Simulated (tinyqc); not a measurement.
MOS capacitor on an n-type substrate, surface potential from the exact charge relation: two steps of the calculation.

Uniform n-type substrate, Boltzmann statistics, full ionisation, classical densities. psi is the surface potential against the body (positive when the bands bend down) and u = -psi/Vt. Traps are spread evenly over the gap and neutral at flat band, so their charge is -q Dit psi; the minority quasi-Fermi level is shifted by Vb.

Parameters, values chosen for the exercise; band and dielectric values those of a made-up semiconductor:
- T = 273 K (temperature)
- Eg = 1.09 eV (band gap)
- eps_r = 11.9 (relative permittivity)
- Nc = 2.43e19 cm^-3 (conduction-band density of states at T)
- Nv = 1.81e19 cm^-3 (valence-band density of states at T)
- N = 1.3e17 cm^-3 (donor density of the substrate)
- eox = 3.9 (relative permittivity of the gate insulator (close to silicon dioxide))
- tox = 13 nm (insulator thickness)
- Nf = -2.3e11 cm^-2 (fixed charge at the interface, in units of q)
- Dit = 1.9e11 cm^-2 eV^-1 (density of interface traps)
- Vb = 0 V (reverse bias of the inversion layer against the body)
- Vg = -0.91 V (gate voltage against the body)

Constants: q = 1.602176634e-19 C, kB = 1.380649e-23 J/K, Vt = kB T/q, eps0 = 8.8541878128e-14 F/cm where lengths are in cm. Results are converted to the units shown.

Question 1. Newton step for the surface potential. u = -psi/Vt; F^2 = exp(-u) + u - 1 + r (exp(u) - u - 1); Qs = +sign(u) Q0 F; Cs = -dQs/dpsi = (Q0/Vt) |1 - exp(-u) + r (exp(u) - 1)|/(2 F). f = Vfb + psi + (q Dit psi - Qs)/Cox - Vg, f' = 1 + (Cs + q Dit)/Cox, psi(new) = psi - f/f'.

psi at the start = -0.023525320 V
Cox = 0.26562563 uF/cm^2
Vfb = 0.49567549 V
Q0 = 32.133460 nC/cm^2
r = 1.9642956e-16

Give: u; F; Qs; Cs; f; f'; psi after iteration 1.

Answer 1.

u = 1.000
F = 0.6065
Qs = 19.49 nC/cm^2
Cs = 0.7118 uF/cm^2
f = 1.306 V
f' = 3.794
psi after iteration 1 = -0.3678 V

Question 2. Charges, field and capacitances at the solution. ni = sqrt(Nc Nv) exp(-Eg/(2 Vt)), Eg in volts; phiF = Vt ln(N/ni); Cox = eps0 eox/tox; Vfb = phiM - chi - Vt ln(Nc/N) - q Nf/Cox; Q0 = sqrt(2 eps0 eps_r q N Vt); r = (ni/N)^2 exp(-Vb/Vt); VT = Vfb - [(2 phiF + Vb)(1 + q Dit/Cox) + sqrt(2 eps0 eps_r q N (2 phiF + Vb))/Cox].

Low frequency: 1/C_LF = 1/Cox + 1/(Cs + q Dit). High frequency, in the simple estimate in which traps and minority carriers do not follow: 1/C_HF = 1/Cox + 1/Cd, Cd being Cs with r = 0 at the same psi. Minority sheet density N_inv = (Q0/(2 q)) int_0^u r (exp(t) - 1)/F(t) dt for u > 0. Oxide field |Qs - q Dit psi + q Nf|/(eps0 eox).

converged psi = -0.68543311 V

Give: Qs; N_inv; oxide field; Cs; C_LF/Cox; C_HF/Cox.

Answer 2.

Qs = 170.4 nC/cm^2
N_inv = 1.704e7 cm^-2
oxide field = 0.4473 MV/cm
Cs = 0.1289 uF/cm^2
C_LF/Cox = 0.3749
C_HF/Cox = 0.3265

The surface is in weak inversion (borders at |psi| = 0, phiF + Vb and 2 phiF + Vb = 0.851 V).

Numbers from tinyqc (`OMP_NUM_THREADS=1 python tinyqc.py 2060117 2060118 out.jsonl`; about 0.01 s on one thread of a shared Intel Xeon 2.30GHz).
